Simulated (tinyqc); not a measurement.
Raising the sheet density: inversion layer as a triangular well, valleys of the Ge type.

Four ellipsoidal valleys (eight halves) with their long axes along <111>, mass ml along the axis and mt across it. For a valley whose axis makes the angle theta with the surface normal, 1/m_z = cos^2(theta)/ml + sin^2(theta)/mt sets the confinement; in the plane the masses are m_1 = mt and m_2 = ml mt/m_z, and m_d = sqrt(m_1 m_2). The Gamma and Delta valleys are left out; the heavy Delta valleys, about 0.18 eV up, can lie lowest under strong confinement.

The field is taken as constant, e F = 4 pi (e^2/4 pi eps0)(Nd + eta Ns)/eps, with 1e12/cm^2 = 1e-4/angstrom^2, and the oxide as a hard wall at z = 0; c = hbar^2/2m0.

Level j of a valley lies at E_j = a_j (c (e F)^2/m_z)^(1/3) above the band edge at the surface, with the Airy zeros a_j = 2.338107, 4.087949, 5.520560, 6.786708, 7.944134, 9.022651, 10.040174, 11.008524, 11.936016, 12.828777, and has <z> = 2 E_j/(3 e F).

Subband i holds n_i = g m_d/(2 pi c) kB T ln(1 + exp((EF - E_i)/kB T)) (spin included), and EF is fixed by sum n_i = Ns over the levels listed or, where none are listed, over j = 0 to 9 of each group; 1e12/cm^2 = 1e-4/angstrom^2.

Constants: hbar^2/2m0 = 3.80998211 eV angstrom^2; e^2/(4 pi eps0) = 14.39964547 eV angstrom; kB = 8.617333262e-05 eV/K.

Values chosen for the exercise (near those of Ge; the results hold for these values, not for the real material): ml = 1.611 m0 (longitudinal mass); mt = 0.082 m0 (transverse mass); eps = 16.1 (dielectric constant); Nd = 0.22 x 1e12/cm^2 (depletion charge); eta = 0.5 (share of Ns in the effective field); face = 100 (surface); T = 300 K (temperature); Nss = (0.8, 1.5, 2.5, 4, 6, 9, 13) x 1e12/cm^2 (sheet densities).

Valleys (masses in m0):

| valleys g | cos^2(theta) | m_z | m_1 | m_2 | m_d |
|---|---|---|---|---|---|
| 4 | 0.33333 | 0.11995 | 0.08200 | 1.10133 | 0.30052 |

The field, the ladders and EF anew for each Ns.

Results:

| Ns (1e12/cm^2) | F (MV/cm) | lowest E (eV) | next - lowest (meV) | EF - lowest (meV) | share of lowest (%) | <z> (angstrom) |
|---|---|---|---|---|---|---|
| 0.8 | 0.070 | 0.0582 | 43.6 | -77.3 | 79.5 | 66.9 |
| 1.5 | 0.109 | 0.0784 | 58.7 | -57.6 | 88.6 | 52.7 |
| 2.5 | 0.165 | 0.1035 | 77.4 | -41.7 | 94.3 | 43.7 |
| 4.0 | 0.250 | 0.1362 | 101.9 | -27.0 | 97.7 | 37.0 |
| 6.0 | 0.362 | 0.1745 | 130.6 | -14.0 | 99.2 | 32.4 |
| 9.0 | 0.530 | 0.2252 | 168.6 | -0.1 | 99.8 | 28.3 |
| 13.0 | 0.755 | 0.2850 | 213.3 | 14.0 | 100.0 | 25.2 |

How do the results move, and what explains it?

Levels scale as F^(2/3): the field grows by 10.84 and the lowest level by 4.90. The layer thins from 66.9 to 25.2 angstrom. EF passes the lowest edge between 9 and 13 e12/cm^2. The share of the lowest subband rises throughout: the spacing grows faster than the band fills. From 9 e12/cm^2 on the lowest level exceeds 0.2 eV, where the Delta valleys, about 0.18 eV up in the bulk and with a confinement energy of their own, begin to come within reach.

tinyqc: `OMP_NUM_THREADS=1 python tinyqc.py 1250038 1250039 out.jsonl`; about 0.02 s, one thread, shared Intel(R) Xeon(R) Processor @ 2.30GHz.
